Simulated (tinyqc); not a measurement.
Quasiparticle equation with a plasmon-pole self-energy for two band edges, step by step. Values are carried at full precision from step to step, so a last printed digit may differ when a step is redone from the rounded ones.

For each edge E = e + X + Sc(E), with the correlation part Sc(E) = A[0]/(E - a + w) + A[1]/(E - b - w); a and b are the valence and conduction energies that enter the Green function (a = ev, b = ec in the one-shot scheme). Z = 1/(1 - dSc/dE), dSc/dE = -A[0]/(E - a + w)^2 - A[1]/(E - b - w)^2.

Values chosen for the exercise (scales of the order of those of Ge; not measured data):
- ev = 0 eV (mean-field valence top)
- ec = 0.1 eV (mean-field conduction edge)
- w = 13.1 eV (pole energy)
- Av = (19.9, 11.1) eV^2 (weights of the valence state on the hole and electron poles)
- Ac = (8.5, 22.9) eV^2 (the same for the conduction state)
- Xv = -1.04 eV (exchange minus the mean-field potential, valence)
- Xc = 1.52 eV (the same, conduction)

## Linearised one-shot correction

Evaluate Sc and its slope at the mean-field energy; E = e + Z (X + Sc).

Terms:

| edge | Sc (eV) | dSc/dE | Z | X + Sc (eV) | E (eV) |
|---|---|---|---|---|---|
| valence | 0.6782 | -0.1797 | 0.8477 | -0.3618 | -0.3067 |
| conduction | -1.1042 | -0.1822 | 0.8459 | 0.4158 | 0.4518 |

gap = 0.7585 eV
gap with Z = 1 = 0.8777 eV

The gap opens by 0.658 eV, 47 % of it by lowering the valence top. Setting Z = 1 would overshoot by 0.119 eV. X and Sc have opposite signs and are each larger than the sum they leave, so both must be converged well.

## Solving the equation for the conduction edge

Newton steps on f(E) = E - ec - Xc - Sc(E) from E = ec; the first step is the linearised result.

Iterates:

| step | E (eV) | Sc (eV) | f (eV) |
|---|---|---|---|
| 0 | 0.10000 | -1.10415 | -0.415848 |
| 1 | 0.45175 | -1.16910 | 0.000850 |
| 2 | 0.45103 | -1.16897 | 0.000000 |
| 3 | 0.45103 | -1.16897 | 0.000000 |

The linearisation errs by +0.7 meV, as the shift is only 0.027 of the pole energy.

## All solutions for the valence state

Multiplying out gives a cubic; give its three roots and their weights Z.

roots (eV): -14.611  -0.306  13.977

weights: 0.1027  0.8457  0.0515

The weights add up to 1. The satellite below lies 14.30 eV from the main peak, 9 % more than w: this scheme places plasmon satellites too far out, and gives one where a cumulant form gives a series.

## Updating the energies in the Green function

Solve both equations exactly, put the results in place of a and b, and repeat five times; w is kept.

Cycles (eV):

| cycle | Ev | Ec | gap |
|---|---|---|---|
| 1 | -0.3064 | 0.4510 | 0.7574 |
| 2 | -0.3196 | 0.4801 | 0.7998 |
| 3 | -0.3195 | 0.4829 | 0.8024 |
| 4 | -0.3194 | 0.4833 | 0.8026 |
| 5 | -0.3193 | 0.4833 | 0.8026 |

The update moves the gap by +45 meV from the one-shot value; each cycle shrinks the change to about 0.06 of the one before.

## Checks

- Sum of the weights of the three roots: both 1.000000.
- Newton result against the root by bisection (eV): both 0.45103.

Run: tinyqc, `OMP_NUM_THREADS=1 python tinyqc.py 1850842 1850843 out.jsonl`; Intel(R) Xeon(R) Processor @ 2.30GHz, one thread, shared host; about 0.01 s of CPU time with all checks.
